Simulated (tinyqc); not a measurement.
Sampled drift against the exact one: kinetic Monte Carlo and master equation for a particle on a ring of sites with traps and bias. Computed by tinyqc, a small Python program. Command: `OMP_NUM_THREADS=1 python tinyqc.py 3002768 3002769 out.jsonl kmc walk`. One thread of a shared host (Intel(R) Xeon(R) Processor @ 2.30GHz), about 0.07 s of CPU time with the checks.

6 sites on a ring, numbered 1 to 6. The saddle between i and i+1 lies at E0 + s b_i and site i at s eps_i; a force F tilts the landscape, with the saddle half-way.

Inputs (values chosen for the exercise, for a model defect):
```
quantity,value,unit
reference barrier E0,0.67,eV
scale factor s of the disorder,1,-
attempt frequency nu,2.7,THz
temperature T,530,K
site spacing a,3.1,angstrom
force F along the ring,0.03,eV/angstrom
seed of the random numbers,253335,-
```

Disorder: site traps.

site energies eps_i (eV): [-0.033, -0.03, -0.068, 0, -0.079, -0.069]

saddle shifts b_i between sites i and i+1 (eV): [0, 0, 0, 0, 0, 0]

Constants: k_B = 8.617333262e-05 eV/K.

Method:
- Rates: k(i to i+1) = nu exp(-(E0 + s b_i - s eps_i - F a/2)/(k_B T)), k(i to i-1) = nu exp(-(E0 + s b_(i-1) - s eps_i + F a/2)/(k_B T)).
- Share right = k right/(k right + k left); mean stay = 1/(k right + k left).
- Master equation dP/dt = W P, W_(i+1,i) = k right, W_(i-1,i) = k left, columns summing to zero. The steady state is its null vector; drift v = a sum P_i (k right - k left). D = a^2 lambda''(0)/2, where lambda(q) is the leading eigenvalue of W with right hops weighted by exp(q) and left hops by exp(-q).
- The slowest relaxation rate is minus the real part of the next eigenvalue of W. 1 angstrom = 1e-8 cm.
- 400 independent walkers start on sites drawn with weights P_i (k right + k left), the steady shares of hops (random numbers not printed); the estimate is total displacement over total time, with its standard error from the spread between walkers.

occupations P_i: [0.105139, 0.098455, 0.226246, 0.051047, 0.287859, 0.231254]

drift velocity v = 0.0262564 cm/s

Drift from sampling:
```
hops per walker,estimate (cm/s),standard error (cm/s),deviation in standard errors
10,0.026699,6.3351e-04,0.6984
30,0.026187,3.5005e-04,-0.1986
100,0.026264,1.9117e-04,0.0393
300,0.026301,1.1395e-04,0.3954
1000,0.026303,5.7030e-05,0.8247
3000,0.026293,3.2473e-05,1.1243
```

What follows from these numbers?

The exact drift is 0.02626 cm/s. The standard error falls by a factor 3.35 from 100 to 1000 hops (sqrt10 = 3.16), and in the last row it is 0.12 % of the drift.

Extremes, crossings and ranges named in words are read from the listed rows.
